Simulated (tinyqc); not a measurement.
MOSFET in the linear regime without short-channel effects, parameter extraction from computed curves: one step of the calculation.

Inversion charge Q = Cox n Vt W0(exp((Vg - VT)/(n Vt))), W0 the Lambert function and n = nf; u = Q/Cox; mobility mu = mu0/(1 + th1 u + th2 u^2); channel resistance Rch = (L - dL)/(W mu Q); Id = Vd/(Rch + Rsd/W). Cox = eps0 eox/tox. Small Vd, no channel-length or drain effects.

Problem. Threshold and mobility at the peak transconductance. gm_i = (Id_(i+1) - Id_(i-1))/(Vg_(i+1) - Vg_(i-1)); at the point j of largest gm the tangent meets the axis at V_ext = Vg_j - Id_j/gm_j; field-effect mobility gm_j L/(W Cox Vd) with the drawn L.

Values chosen for this exercise; channel values of the order met in silicon transistors: relative permittivity of the gate insulator (close to silicon dioxide) eox = 3.9; insulator thickness tox = 1.9 nm; low-field mobility mu0 = 110 cm^2/(V s); threshold voltage VT = 0.37 V; gate width W = 1 um; drawn gate length L = 0.055 um; drawn less effective length dL = 0.019 um; drain voltage Vd = 0.02 V.

Constants: eps0 = 8.8541878128e-14 F/cm where lengths are in cm. Results are converted to the units shown.

| point | Vg (V) | Id (uA) |
|---|---|---|
| 0 | 0.21 | 0.024033292 |
| 1 | 0.29 | 0.27122386 |
| 2 | 0.37 | 1.9795468 |
| 3 | 0.45 | 6.2442852 |
| 4 | 0.53 | 11.611788 |
| 5 | 0.61 | 16.987211 |
| 6 | 0.69 | 22.015677 |
| 7 | 0.77 | 26.612163 |
| 8 | 0.85 | 30.780907 |
| 9 | 0.93 | 34.555114 |

Give: gm; j; V_ext; field-effect mobility.

Solution.

| point | gm (uS) |
|---|---|
| 1 | 12.222 |
| 2 | 37.332 |
| 3 | 60.202 |
| 4 | 67.143 |
| 5 | 65.024 |
| 6 | 60.156 |
| 7 | 54.783 |
| 8 | 49.643 |

j = 4
V_ext = 0.35706 V
field-effect mobility = 101.60 cm^2/(V s)

V_ext is 13 mV below the model VT, and the mobility so found is 40 % below mu0 L/(L - dL) = 168 cm^2/(V s), the value for the drawn L; attenuation, series resistance and the slow approach of Q to a straight line all lower the peak gm.

tinyqc, about 0.01 s, one thread, Intel Xeon 2.30GHz (shared host): `OMP_NUM_THREADS=1 python tinyqc.py 2210139 2210140 out.jsonl`
